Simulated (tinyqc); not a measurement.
Mobility of a non-polar semiconductor in the relaxation-time approximation: one step, computed by the program tinyqc.

Each valley is treated as a sphere of mass m_d for states and rates, with one isotropic relaxation time; the conductivity mass m_c sets the current.

Question. Fermi level and screening. Kane band: hbar^2 k^2/(2 m) = E (1 + alpha E), speed v = hbar k/(m (1 + 2 alpha E)), states per spin, volume and energy g(E) = m k (1 + 2 alpha E)/(2 pi^2 hbar^2); overlap factors are set to 1. Here m = m_d. Masses are multiplied by m_0 and all formulas are in SI units. The reduced Fermi level eta = E_F/(k_B T) solves n = 2 Z int g f dE with f = 1/(1 + exp(x - eta)) (Z = 1 unless valleys are given); screening length L_s = sqrt(eps_s eps_0 k_B T/(e^2 dn/deta)), dn/deta = 2 Z int g f (1 - f) dE. Integrals over x = E/(k_B T) use 160 Gauss-Legendre points in u = sqrt(x) from 0 to sqrt(max(eta, 0) + 32).

Inputs (values chosen for the exercise, modelled on electrons in germanium): equivalent valleys Z = 4; non-parabolicity alpha = 0.7 1/eV; static permittivity eps_s = 16; carrier density n = 2.9e+19 1/cm^3; temperature T = 250 K.

Band: Kane. Impurity formula: Brooks-Herring. Further scattering: none.

density-of-states mass m_d = 0.2209051 m_0

Constants: k_B = 8.617333262e-05 eV/K; m_0 = 9.1093837015e-31 kg; e = 1.602176634e-19 C; hbar = 1.054571817e-34 J s; eps_0 = 8.8541878128e-12 F/m; k_B = 1.380649e-23 J/K.

Give: reduced Fermi level eta; screening length L_s.

Answer.

reduced Fermi level eta = 2.3470

screening length L_s = 1.1554 nm

The gas is degenerate (eta > 2): L_s is longer than the Debye formula would give.
